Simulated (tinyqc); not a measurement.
Width of the well: polar nitride quantum well with polarisation fields.

Growth along [0001]. e_par = (a_sub - a)/a, Ppz = 2 e_par (e31 - e33 C13/C33), P = Psp + Ppz in each layer; strain relaxation and the strain shift of the gaps are left out, although thick layers with more than about 1 % mismatch would relax.

In a periodic stack without free charge the potential drop over a period vanishes: F_w = (P_b - P_w) Lb/(eps0 (eps_w Lb + eps_b Lw)), F_b = -F_w Lw/Lb, eps0 = 8.8541878e-12 F/m; 1 MV/cm = 1e8 V/m = 0.01 V/angstrom.

Envelope functions on cells of 0.25 angstrom over barrier, well, barrier (widths Lb, Lw, Lb), psi = 0 beyond, psi'/m continuous (mean mass between points), c = hbar^2/2m0. With u(z) the integral of e F (F_w in the well, F_b = -F_w Lw/Lb in the barriers, 1 MV/cm = 0.01 V/angstrom), zero at the centre of the well, the electron sees u plus Vc in the barriers and the hole -u plus Vv. The transition is Eg + E_e + E_h; excitons are left out.

Constants: hbar^2/2m0 = 3.80998211 eV angstrom^2; hc = 1239.841984 eV nm.

Parameters, chosen for this exercise (near those of an InGaN well in GaN; not measured data):
- a_w = 3.296 angstrom (lattice constant a, well)
- a_b = 3.189 angstrom (lattice constant a, barrier)
- a_sub = 3.189 angstrom (in-plane lattice constant of the stack)
- Psp_w = -0.0293 C/m^2 (spontaneous polarisation)
- Psp_b = -0.0342 C/m^2 (spontaneous polarisation)
- e31_w = -0.355 C/m^2
- e31_b = -0.355 C/m^2
- e33_w = 0.709 C/m^2
- e33_b = 0.669 C/m^2
- C_w = 0.289 (C13/C33)
- C_b = 0.272 (C13/C33)
- eps_w = 11.5 (dielectric constant)
- eps_b = 10.1 (dielectric constant)
- Lb = 40 angstrom (barrier width)
- Eg = 2.321 eV (gap of the well)
- Vc = 0.761 eV (conduction offset)
- Vv = 0.358 eV (valence offset)
- me = 0.161 m0 (electron, well)
- meb = 0.2 m0 (electron, barrier)
- mh = 1.52 m0 (hole, everywhere)
- Ls = (10, 15, 20, 25, 30, 40, 50) angstrom (well widths)

Field, levels and overlap anew for each width.

Results:
```
Lw (angstrom)  F_w (MV/cm)  E (eV)  E without field (eV)  overlap^2  ln overlap^2
10                  -3.322  2.8052                2.8493      0.731         -0.31
15                  -3.048  2.5888                2.6779      0.572         -0.56
20                  -2.815  2.4309                2.5763      0.366         -1.01
25                  -2.616  2.3060                2.5121      0.202         -1.60
30                  -2.443  2.2016                2.4693     0.0986         -2.32
50                  -1.931  1.8955                2.3888    0.00227         -6.09
```

Give the missing row, Lw (angstrom) = 40.

Computed row:
```
Lw (angstrom)  F_w (MV/cm)  E (eV)  E without field (eV)  overlap^2  ln overlap^2
40                  -2.157  2.0314                2.4176     0.0174         -4.05
```

The red shift grows from 44 to 493 meV. The line drops below Eg between 20 and 25 angstrom, which a square well can never do. Over the last two rows dE/dLw = -13.6 meV per angstrom, against -|e F_w| = -19.3 in the last row; the field itself weakens by 42 % over the table, since a wider well shares the drop with the barrier. The overlap falls by a factor 323.

Run: tinyqc, `OMP_NUM_THREADS=1 python tinyqc.py 1280293 1280294 out.jsonl`; Intel(R) Xeon(R) Processor @ 2.30GHz, one thread, shared host; about 0.07 s of CPU time with all checks.
